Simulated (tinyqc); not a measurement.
RKS/LDA (VWN5) in the sto-6g basis, for BeH2, spin multiplicity 1, step by step. One step of it, computed by the program tinyqc.

Problem. Iteration 2: building the Kohn-Sham matrix. J_ij = sum D_kl (ij|kl); F = H + J + V_xc; E = tr D H + tr D J / 2 + E_xc + E_nn.

D after iteration 1, order 1Be 1s, 1Be 2s, 1Be 2px, 1Be 2py, 1Be 2pz, 2H 1s, 3H 1s:
$$\begin{pmatrix}
2.019100 & -0.122839 & 0.000000 & 0.000292 & 0.000000 & -0.108439 & -0.114160 \\
-0.122839 & 0.709787 & 0.000000 & 0.000495 & 0.000000 & 0.191914 & 0.200600 \\
0.000000 & 0.000000 & 0.000000 & 0.000000 & 0.000000 & 0.000000 & 0.000000 \\
0.000292 & 0.000495 & 0.000000 & 0.708388 & 0.000000 & 0.143228 & -0.151675 \\
0.000000 & 0.000000 & 0.000000 & 0.000000 & 0.000000 & 0.000000 & 0.000000 \\
-0.108439 & 0.191914 & 0.000000 & 0.143228 & 0.000000 & 1.083489 & 0.010629 \\
-0.114160 & 0.200600 & 0.000000 & -0.151675 & 0.000000 & 0.010629 & 1.063440
\end{pmatrix}$$

core Hamiltonian H = T + V (hartree), order 1Be 1s, 1Be 2s, 1Be 2px, 1Be 2py, 1Be 2pz, 2H 1s, 3H 1s:
$$\begin{pmatrix}
-8.564497 & -2.015677 & 0.000000 & 0.000530 & 0.000000 & -0.239829 & -0.262065 \\
-2.015677 & -2.684730 & 0.000000 & 0.003713 & 0.000000 & -0.783790 & -0.824138 \\
0.000000 & 0.000000 & -2.191820 & 0.000000 & 0.000000 & 0.000000 & 0.000000 \\
0.000530 & 0.003713 & 0.000000 & -2.346824 & 0.000000 & -0.909792 & 0.947695 \\
0.000000 & 0.000000 & 0.000000 & 0.000000 & -2.191820 & 0.000000 & 0.000000 \\
-0.239829 & -0.783790 & 0.000000 & -0.909792 & 0.000000 & -1.846608 & -0.032010 \\
-0.262065 & -0.824138 & 0.000000 & 0.947695 & 0.000000 & -0.032010 & -1.874411
\end{pmatrix}$$

Two-electron integrals (ij|kl) in chemists' order, unique and non-zero (hartree):
```
(11|11) 2.299996    (21|11) 0.361879    (21|21) 0.071926    (22|11) 0.570332
(22|21) 0.139654    (22|22) 0.417773    (31|31) 0.015252    (32|31) 0.022555
(32|32) 0.092340    (33|11) 0.570332    (33|21) 0.139654    (33|22) 0.417773
(33|33) 0.450117    (41|41) 0.015252    (42|41) 0.022555    (42|42) 0.092340
(43|43) 0.024258    (44|11) 0.570332    (44|21) 0.139654    (44|22) 0.417773
(44|33) 0.401601    (44|44) 0.450117    (51|51) 0.015252    (52|51) 0.022555
(52|52) 0.092340    (53|53) 0.024258    (54|54) 0.024258    (55|11) 0.570332
(55|21) 0.139654    (55|22) 0.417773    (55|33) 0.401601    (55|44) 0.401601
(55|55) 0.450117    (61|11) 0.043378    (61|21) 0.008397    (61|22) 0.016326
(61|33) 0.016191    (61|41) 0.000837    (61|42) 0.001653    (61|44) 0.016596
(61|55) 0.016191    (61|61) 0.001038    (62|11) 0.132724    (62|21) 0.033185
(62|22) 0.111704    (62|33) 0.107196    (62|41) 0.004537    (62|42) 0.029180
(62|44) 0.120720    (62|55) 0.107196    (62|61) 0.004325    (62|62) 0.049202
(63|31) 0.002798    (63|32) 0.013638    (63|43) 0.004723    (63|63) 0.003853
(64|11) 0.152955    (64|21) 0.038643    (64|22) 0.135409    (64|33) 0.127556
(64|41) 0.007234    (64|42) 0.045229    (64|44) 0.151116    (64|55) 0.127556
(64|61) 0.005233    (64|62) 0.067240    (64|64) 0.093887    (65|51) 0.002798
(65|52) 0.013638    (65|54) 0.004723    (65|65) 0.003853    (66|11) 0.305147
(66|21) 0.077638    (66|22) 0.292766    (66|33) 0.272865    (66|41) 0.011090
(66|42) 0.095295    (66|44) 0.332570    (66|55) 0.272865    (66|61) 0.010324
(66|62) 0.172347    (66|64) 0.247980    (66|66) 0.774999    (71|11) 0.047442
(71|21) 0.009180    (71|22) 0.017838    (71|33) 0.017690    (71|41) -0.000914
(71|42) -0.001801   (71|44) 0.018133    (71|55) 0.017690    (71|61) 0.001025
(71|62) 0.003896    (71|64) 0.004405    (71|66) 0.009092    (71|71) 0.001240
(72|11) 0.140340    (72|21) 0.035066    (72|22) 0.117526    (72|33) 0.112815
(72|41) -0.004813   (72|42) -0.030596   (72|44) 0.126948    (72|55) 0.112815
(72|61) 0.003767    (72|62) 0.024181    (72|64) 0.027369    (72|66) 0.061450
(72|71) 0.004991    (72|72) 0.053673    (73|31) 0.003013    (73|32) 0.014552
(73|43) -0.005000   (73|63) 0.001402    (73|73) 0.004296    (74|11) -0.160319
(74|21) -0.040490   (74|22) -0.141346   (74|33) -0.133122   (74|41) 0.007685
(74|42) 0.047446    (74|44) -0.157794   (74|55) -0.133122   (74|61) -0.004217
(74|62) -0.027085   (74|64) -0.030046   (74|66) -0.068884   (74|71) -0.005996
(74|72) -0.072863   (74|74) 0.101183    (75|51) 0.003013    (75|52) 0.014552
(75|54) -0.005000   (75|65) 0.001402    (75|75) 0.004296    (76|11) 0.005302
(76|21) 0.001293    (76|22) 0.003978    (76|33) 0.003897    (76|41) 1.45e-06
(76|42) 0.000012    (76|44) 0.004141    (76|55) 0.003897    (76|61) 0.000152
(76|62) 0.001159    (76|64) 0.001450    (76|66) 0.003321    (76|71) 0.000166
(76|72) 0.001205    (76|74) -0.001493   (76|76) 0.000039    (77|11) 0.312078
(77|21) 0.079384    (77|22) 0.298130    (77|33) 0.277616    (77|41) -0.011566
(77|42) -0.097881   (77|44) 0.339160    (77|55) 0.277616    (77|61) 0.008494
(77|62) 0.059303    (77|64) 0.067115    (77|66) 0.154592    (77|71) 0.011552
(77|72) 0.180711    (77|74) -0.258564   (77|76) 0.003321    (77|77) 0.774999
```

nuclear repulsion = 2.62842881 hartree

V_xc (hartree), order 1Be 1s, 1Be 2s, 1Be 2px, 1Be 2py, 1Be 2pz, 2H 1s, 3H 1s:
$$\begin{pmatrix}
-1.409342 & -0.187045 & 0.000000 & 0.000088 & 0.000000 & -0.023452 & -0.025678 \\
-0.187045 & -0.302594 & 0.000000 & 0.001305 & 0.000000 & -0.109027 & -0.114768 \\
0.000000 & 0.000000 & -0.273729 & 0.000000 & 0.000000 & 0.000000 & 0.000000 \\
0.000088 & 0.001305 & 0.000000 & -0.358878 & 0.000000 & -0.146979 & 0.153788 \\
0.000000 & 0.000000 & 0.000000 & 0.000000 & -0.273729 & 0.000000 & 0.000000 \\
-0.023452 & -0.109027 & 0.000000 & -0.146979 & 0.000000 & -0.441663 & -0.003403 \\
-0.025678 & -0.114768 & 0.000000 & 0.153788 & 0.000000 & -0.003403 & -0.442040
\end{pmatrix}$$

E_xc = sum of w rho eps_xc = -3.33768334 hartree

Give: Coulomb J; Kohn-Sham matrix F; total energy of this density.

Solution.

Coulomb J (hartree), order 1Be 1s, 1Be 2s, 1Be 2px, 1Be 2py, 1Be 2pz, 2H 1s, 3H 1s:
$$\begin{pmatrix}
6.206 & 1.126 & 0.000 & -0.001 & 0.000 & 0.135 & 0.147 \\
1.126 & 2.508 & 0.000 & -0.003 & 0.000 & 0.729 & 0.766 \\
0.000 & 0.000 & 2.445 & 0.000 & 0.000 & 0.000 & 0.000 \\
-0.001 & -0.003 & 0.000 & 2.634 & 0.000 & 0.913 & -0.952 \\
0.000 & 0.000 & 0.000 & 0.000 & 2.445 & 0.000 & 0.000 \\
0.135 & 0.729 & 0.000 & 0.913 & 0.000 & 2.223 & 0.025 \\
0.147 & 0.766 & 0.000 & -0.952 & 0.000 & 0.025 & 2.243
\end{pmatrix}$$

Kohn-Sham matrix F (hartree), order 1Be 1s, 1Be 2s, 1Be 2px, 1Be 2py, 1Be 2pz, 2H 1s, 3H 1s:
$$\begin{pmatrix}
-3.768 & -1.077 & 0.000 & 0.000 & 0.000 & -0.129 & -0.140 \\
-1.077 & -0.479 & 0.000 & 0.002 & 0.000 & -0.164 & -0.173 \\
0.000 & 0.000 & -0.021 & 0.000 & 0.000 & 0.000 & 0.000 \\
0.000 & 0.002 & 0.000 & -0.071 & 0.000 & -0.143 & 0.149 \\
0.000 & 0.000 & 0.000 & 0.000 & -0.021 & 0.000 & 0.000 \\
-0.129 & -0.164 & 0.000 & -0.143 & 0.000 & -0.065 & -0.010 \\
-0.140 & -0.173 & 0.000 & 0.149 & 0.000 & -0.010 & -0.074
\end{pmatrix}$$

total energy of this density = -15.25279 hartree

This density is a damped mixture and is not idempotent.
